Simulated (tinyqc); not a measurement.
Comparisons within one model: periodic multilayer mirror for extreme ultraviolet light. A value that a table varies takes the place of the one given here.

s polarisation, vacuum above. q_j = sqrt(N_j^2 - sin^2 theta); interface r_jk = (q_j - q_k)/(q_j + q_k) exp(-2 (2 pi/lam)^2 q_j q_k sg^2) (Nevot-Croce; sg = 0 if not given); phase factor of a layer x_j = exp(4 pi i q_j d_j/lam). Each period has the spacer (thickness (1 - Gm) L) on top of the absorber (Gm L). In this recursion R is the amplitude; R in tables and results is the reflectance, its squared modulus. The substrate is of the spacer material. Starting with R = 0 in it, each interface upward gives R -> (r + R x)/(1 + r R x), x that of the layer below the interface (1 for the substrate).

Values chosen for the exercise (optical constants near those of Mo and Si at 13.5 nm; the results hold for these values, not for the real material): lam = 13.5 nm (wavelength); dA = (0.074, 0.00686) (delta and beta of the absorber, N = 1 - delta + i beta); dS = (0.0012, 0.00181) (delta and beta of the spacer and the substrate); L = 6.97 nm (period); Gm = 0.35 (absorber share of the period); theta = 9 degrees (angle from the normal); sg = 0.3 nm (interface roughness); Np = 20 (periods).

## Number of periods

The last column sets both beta to zero.

Reflectance:

| periods | R | R without absorption |
|---|---|---|
| 5 | 0.087 | 0.097 |
| 10 | 0.262 | 0.319 |
| 15 | 0.426 | 0.549 |
| 20 | 0.543 | 0.725 |
| 30 | 0.660 | 0.909 |
| 40 | 0.698 | 0.972 |
| 50 | 0.710 | 0.991 |
| 60 | 0.713 | 0.997 |
| 80 | 0.715 | 1.000 |
| 100 | 0.715 | 1.000 |

How do the results move?

R reaches 0.698 at 40 periods and 0.715 at 100; it stays within 0.01 of the last value from 50 periods on. Without absorption the last value is 1.000: absorption, not the count of layers, caps the mirror, and the roughness, which weakens each reflection, lowers that cap further.

## Wavelength

The optical constants are held fixed.

Reflectance:

| lam (nm) | R |
|---|---|
| 12.9 | 0.148 |
| 13.0 | 0.280 |
| 13.1 | 0.392 |
| 13.2 | 0.473 |
| 13.3 | 0.523 |
| 13.4 | 0.546 |
| 13.5 | 0.543 |
| 13.6 | 0.512 |
| 13.7 | 0.446 |
| 13.8 | 0.341 |
| 13.9 | 0.206 |
| 14.0 | 0.082 |
| 14.1 | 0.014 |
| 14.2 | 0.007 |
| 14.3 | 0.027 |

How do the results move?

The largest value listed is 0.546 at 13.4 nm, against lam_B = 2 L Re(mean q) = 13.391 nm. R exceeds half of that from 13 to 13.8 nm of the wavelengths listed, at least 5.9 % of the wavelength; a chain of ten mirrors narrows it, since R^10 falls to half where R has lost only 7 %.

## Absorber share

For each Gm the period is set so that lam_B = 2 L Re(mean q) equals lam - 0.09 nm.

Results:

| Gm | L (nm) | R |
|---|---|---|
| 0.15 | 6.874 | 0.231 |
| 0.20 | 6.900 | 0.341 |
| 0.25 | 6.926 | 0.432 |
| 0.30 | 6.953 | 0.500 |
| 0.35 | 6.980 | 0.546 |
| 0.40 | 7.007 | 0.573 |
| 0.45 | 7.034 | 0.585 |
| 0.50 | 7.061 | 0.584 |
| 0.60 | 7.116 | 0.545 |
| 0.70 | 7.172 | 0.452 |

What can be read from the table?

The largest value listed is 0.585 at 0.45. The contrast of a period goes as sin(pi Gm) and is largest at 0.5, while the loss grows with Gm; R is 0.584 at 0.5, 0.500 at 0.3 and 0.452 at 0.7. Contrast counts most here, so the best share lies near 0.5, a little below it through absorption.

## Angle of incidence

Results:

| theta (degrees) | lam_B (nm) | R |
|---|---|---|
| 0 | 13.568 | 0.522 |
| 2 | 13.559 | 0.524 |
| 4 | 13.533 | 0.532 |
| 6 | 13.490 | 0.541 |
| 8 | 13.428 | 0.545 |
| 10 | 13.350 | 0.537 |
| 12 | 13.254 | 0.500 |
| 14 | 13.142 | 0.412 |
| 16 | 13.012 | 0.244 |
| 18 | 12.865 | 0.053 |
| 20 | 12.701 | 0.012 |

How do the results move?

lam_B = 2 L Re(mean q) falls with the angle, from 13.568 to 12.701 nm; the largest value listed is 0.545 at 8 degrees. R stays above 90 % of that value at 0, 2, 4, 6, 8, 10 and 12 degrees, which bounds the cone of light that a mask or mirror with this period accepts.

## Tolerances

R of the mirror, and R^10 for a chain of ten such mirrors. Each row changes one parameter from the base and keeps the others.

Results:

| case | R | R^10 |
|---|---|---|
| base | 0.5435 | 0.00225 |
| L = 7.01 nm | 0.5479 | 0.00244 |
| Gm = 0.39 | 0.5595 | 0.00301 |
| theta = 11 degrees | 0.5233 | 0.00154 |
| sg = 0.5 nm | 0.5083 | 0.00115 |
| dA = (0.074, 0.00823) | 0.5269 | 0.00165 |
| lam = 13.55 nm | 0.5318 | 0.00181 |

What does this show?

The largest shifts from the base row, up to three for each result and ties (the steps differ in size, so this ranks the rows, not the parameters). R: sg -0.0351, theta -0.0202, dA -0.0165. R^10: sg -0.00110, Gm +0.000758, theta -0.000708.

(tinyqc, `OMP_NUM_THREADS=1 python tinyqc.py 1650669 1650670 out.jsonl`, Intel(R) Xeon(R) Processor @ 2.30GHz, 1 thread, shared host, about 0.01 s.)
